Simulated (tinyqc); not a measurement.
Band bending at a free surface with one surface level, surface photovoltage and Kelvin probe: photovoltage against injection.

n-type bulk, xi = Ec - EF = Vt ln(Nc/Nd), p0 = ni^2/Nd, ni = sqrt(Nc Nv) exp(-Eg/(2 Vt)), Eg in volts. b is the upward band bending, u = b/Vt. Space charge per area, in units of q: Qc = sign(b) sqrt((2 eps0 eps_r Vt/q) [(Nd + dn)(exp(-u) - 1) + Nd u + (p0 + dn)(exp(u) - 1)]), with dn the excess density under light (flat quasi-Fermi levels; 0 in the dark). The level holds -Ns f, f = 1/(1 + exp((xi + b - Es)/Vt)). Neutrality: Qc + Qf + (charge of the states) = 0.

Under chopped light the surface charge keeps its dark value, so b falls to bL with Qc(bL, dn) = Qc(b, 0); the photovoltage is b - bL.

Inputs (values chosen for the exercise); band and dielectric values close to those of 4H silicon carbide:
```
symbol,value,unit,meaning
T,300,K,temperature
Eg,3.23,eV,band gap
eps_r,9.84,,relative permittivity
Nc,1.69e19,cm^-3,conduction-band density of states at T
Nv,2.54e19,cm^-3,valence-band density of states at T
Nd,2.7e15,cm^-3,donor density
Qf,8.8e10,cm^-2,fixed positive charge at the surface
Ns,2.6e12,cm^-2,density of an acceptor-like surface level
Es,0.89,eV,its depth below the conduction edge
```

Constants: q = 1.602176634e-19 C, kB = 1.380649e-23 J/K, Vt = kB T/q, eps0 = 8.8541878128e-14 F/cm where lengths are in cm. Results are converted to the units shown.

Photovoltage against injection:

| dn (cm^-3) | bL (V) | photovoltage (mV) | share of b removed (%) |
|---|---|---|---|
| 3.2e6 | 0.57641 | 147.75 | 20.403 |
| 3.2e7 | 0.52465 | 199.51 | 27.551 |
| 3.1e8 | 0.47200 | 252.16 | 34.822 |
| 3e9 | 0.41831 | 305.85 | 42.236 |
| 2.9e10 | 0.36389 | 360.27 | 49.750 |
| 2.9e11 | 0.30809 | 416.07 | 57.456 |
| 2.8e12 | 0.25270 | 471.46 | 65.104 |
| 2.7e13 | 0.19702 | 527.14 | 72.793 |
| 2.7e14 | 0.14034 | 583.83 | 80.621 |
| 2.6e15 | 0.085745 | 638.42 | 88.159 |
| 2.6e16 | 0.038927 | 685.23 | 94.624 |

The photovoltage rises from 148 to 685 mV, towards the full b = 724 mV. Its steepest rise is 56.7 mV a decade (Vt ln 10 = 59.5 mV), and it reaches 94.6 % of b in the last row: even strong light does not flatten the bands fully, so a saturation reading understates b. For dn = 2.6e16 the injection is high, and a Dember voltage, left out here, adds to the signal.

tinyqc, about 0.01 s, one thread, Intel Xeon 2.30GHz (shared host): `OMP_NUM_THREADS=1 python tinyqc.py 2430066 2430067 out.jsonl`
